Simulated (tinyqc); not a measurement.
# Off-state leakage of single and stacked transistors: subthreshold current against the height of the stack

n-channel devices of unit width. Subthreshold current I(Vg, Vs, Vd) = I0 (T/300 K)^0.5 exp[(Vg - Vs - VT(T) - gb (Vs - Vb) + dd (Vd - Vs))/(nf Vt)] (1 - exp(-(Vd - Vs)/Vt)), VT(T) = VT - cT (T - 300 K). Gate-edge tunnelling Ig (Vd/1 V) exp(ag (Vd - 1 V)), for a gate at 0 V, and band-to-band leakage Ab u exp(-Bb/u), u = Vd - Vb + 1 V, flow at a drain held at V; both are taken as independent of T. In a stack of off transistors (all gates at 0 V) the same subthreshold current passes through each.

All n gates at 0 V, bottom source at 0 V, top drain at V; node voltages follow from equal currents.

Inputs (values chosen for the exercise); values of the order met in bulk silicon logic transistors:
- T = 398 K (temperature)
- V = 0.9 V (supply voltage)
- VT = 0.38 V (threshold at 300 K, zero drain and body bias)
- cT = 0.6 mV/K (fall of the threshold with temperature)
- I0 = 0.21 uA/um (current at threshold at 300 K)
- nf = 1.28 (slope factor)
- dd = 0.09 (drain-induced lowering per volt)
- gb = 0.19 (rise of the threshold per volt of source-body bias)
- Vb = 0 V (body voltage)

Constants: q = 1.602176634e-19 C, kB = 1.380649e-23 J/K, Vt = kB T/q. Results are converted to the units shown.

Result of one run:

| n | I (nA/um) | reduction factor | drain voltage of the bottom device (mV) | source voltage of the top device (mV) | voltage across the top device (V) |
|---|---|---|---|---|---|
| 6 | 0.03404 | 29.88 | 8.013 | 116.5 | 0.7835 |

What becomes of these results when the number of transistors in series n is changed from 6 to 1, all else the same?

Result of the changed run:

| n | I (nA/um) | reduction factor | drain voltage of the bottom device (mV) | source voltage of the top device (mV) | voltage across the top device (V) |
|---|---|---|---|---|---|
| 1 | 1.017 | 1.000 | 900.0 | 0 | 0.9000 |

The whole series:

| n | I (nA/um) | reduction factor | drain voltage of the bottom device (mV) | source voltage of the top device (mV) | voltage across the top device (V) |
|---|---|---|---|---|---|
| 1 | 1.017 | 1.000 | 900.0 | 0 | 0.9000 |
| 2 | 0.1554 | 6.546 | 64.44 | 64.44 | 0.8356 |
| 3 | 0.08242 | 12.34 | 23.04 | 86.18 | 0.8138 |
| 4 | 0.05596 | 18.17 | 14.16 | 99.46 | 0.8005 |
| 5 | 0.04234 | 24.02 | 10.23 | 109.0 | 0.7910 |
| 6 | 0.03404 | 29.88 | 8.013 | 116.5 | 0.7835 |

The second transistor cuts the current by a factor of 6.55, the third by a further 1.89 and the sixth by 1.24. The top device keeps 87.1 % of the supply at n = 6, while the drain voltage of the bottom one falls to 0.234 Vt.

Numbers from tinyqc (`OMP_NUM_THREADS=1 python tinyqc.py 2242218 2242219 out.jsonl`; about 0.03 s on one thread of a shared Intel Xeon 2.30GHz).
